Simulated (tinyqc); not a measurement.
What moves the results: thresholds of impact ionisation and Auger recombination from band masses. A value that a table varies takes the place of the one given here.

Parabolic bands, no phonon. At threshold the three slow carriers share one velocity. With M their total mass and m4 the mass of the fast carrier, the fast carrier has the kinetic energy E_T = G M/(M - m4) and the slow ones together E_a = G m4/(M - m4), the activation energy of the Auger rate. CCCH (fast electron): G = Eg, M = 2 me + mh, m4 = me. CHHS (hole into the split-off band): G = Eg - Dso, M = 2 mh + me, m4 = ms; this form holds for Eg > Dso (below, the process needs about Dso - Eg and is marked by a dash). CHHL (hole into the light band): G = Eg, M = 2 mh + me, m4 = ml. CHHH (fast heavy hole): G = Eg, M = 2 mh + me, m4 = mh.

Non-parabolic fast electron: E (1 + alpha E) = c k^2/me with alpha = (1 - me)^2/Eg; the slow carriers stay parabolic, so E_T = Eg + me E_T (1 + alpha E_T)/M, M = 2 me + mh (the root between Eg and 1.9 Eg).

Constants: kB = 8.617333262e-05 eV/K; hc = 1239.841984 eV nm.

Values chosen for the exercise (near those of GaSb, gap at low temperature and not tied to T; the results hold for these values, not for the real material):
- Eg = 0.806 eV (gap at Gamma to the s-like level)
- Dso = 0.765 eV (spin-orbit splitting)
- me = 0.0379 m0 (electron mass at Gamma)
- mh = 0.32 m0 (heavy-hole mass)
- ms = 0.133 m0 (split-off mass)
- ml = 0.0438 m0 (light-hole mass)
- T = 250 K (temperature)

## The gap of an alloy series

Eg is varied with me and ml proportional to it; mh, ms and Dso are kept. E_a of three processes; wavelength hc/Eg.

Results:

| Eg (eV) | wavelength (micrometre) | me | CCCH (meV) | CCCH non-parabolic (meV) | CHHS (meV) | CHHL (meV) | log10 exp(-E_a/kT), non-parabolic |
|---|---|---|---|---|---|---|---|
| 0.242 | 5.12 | 0.0114 | 8.3 | 17.7 | - | 5.0 | -0.36 |
| 0.403 | 3.08 | 0.0190 | 22.5 | 49.9 | - | 13.9 | -1.01 |
| 0.604 | 2.05 | 0.0284 | 49.2 | 115.1 | - | 31.2 | -2.32 |
| 0.806 | 1.54 | 0.0379 | 85.4 | 211.2 | 10.0 | 55.7 | -4.26 |
| 1.008 | 1.23 | 0.0474 | 130.0 | 341.6 | 58.3 | 87.3 | -6.89 |
| 1.290 | 0.96 | 0.0607 | 205.6 | 591.4 | 123.0 | 143.4 | -11.92 |
| 1.612 | 0.77 | 0.0758 | 308.7 | 1002.2 | 193.3 | 224.8 | -20.20 |

E_a of CCCH goes nearly as Eg^2 (power 1.91 over the table), as both G and me grow; the non-parabolic value goes with the power 2.13, and its Boltzmann factor spans 19.8 decades; rows with E_a far above kT are formal, since phonon-assisted processes and side valleys rule there. CHHS is resonant at Eg = Dso = 0.765 eV, with no activation, and is the easiest process near there; it has the lowest E_a of the parabolic values for Eg = 0.806, 1.008, 1.29 and 1.612 eV.

## The mass ratio

mu = me/mh is varied; thresholds in units of Eg for ionisation started by an electron, (1 + 2 mu)/(1 + mu), and by a heavy hole, (2 + mu)/(1 + mu).

Results:

| mu | electron (Eg) | hole (Eg) | electron (eV) | hole (eV) |
|---|---|---|---|---|
| 0.024 | 1.0234 | 1.9766 | 0.825 | 1.593 |
| 0.118 | 1.1055 | 1.8945 | 0.891 | 1.527 |
| 0.140 | 1.1228 | 1.8772 | 0.905 | 1.513 |
| 0.180 | 1.1525 | 1.8475 | 0.929 | 1.489 |
| 0.490 | 1.3289 | 1.6711 | 1.071 | 1.347 |
| 1.000 | 1.5000 | 1.5000 | 1.209 | 1.209 |
| 2.700 | 1.7297 | 1.2703 | 1.394 | 1.024 |

The two thresholds add up to 3 Eg in every row and are equal, 3/2 Eg, at mu = 1. The lighter carrier has the lower threshold; in the first row the two differ by 0.768 eV, which would favour one carrier in avalanche multiplication. Real ionisation rates depend on the whole band structure and can be nearly equal although the edge masses differ.

## What each parameter does

Activation energies. Each row changes one parameter from the base and keeps the others.

Results:

| case | CCCH (meV) | CCCH non-parabolic (meV) | CHHL (meV) |
|---|---|---|---|
| base | 85.35 | 211.18 | 55.67 |
| Eg = 0.8866 eV | 93.89 | 232.30 | 61.24 |
| Dso = 0.8415 eV | 85.35 | 211.18 | 55.67 |
| me = 0.0341 m0 | 77.62 | 187.68 | 56.01 |
| mh = 0.288 m0 | 93.73 | 239.80 | 61.92 |
| ms = 0.1463 m0 | 85.35 | 211.18 | 55.67 |
| ml = 0.0394 m0 | 85.35 | 211.18 | 49.74 |

The largest shifts from the base row, up to three for each result and ties (the steps differ in size, so this ranks the rows, not the parameters). CCCH (meV): Eg +8.54, mh +8.38, me -7.73; unchanged at the printed digits by Dso, ms and ml. CCCH non-parabolic (meV): mh +28.62, me -23.50, Eg +21.12; unchanged at the printed digits by Dso, ms and ml. CHHL (meV): mh +6.25, ml -5.94, Eg +5.57; unchanged at the printed digits by Dso and ms.

Program tinyqc; command `OMP_NUM_THREADS=1 python tinyqc.py 1850327 1850328 out.jsonl`; about 0.01 s on one thread of a shared Intel(R) Xeon(R) Processor @ 2.30GHz.
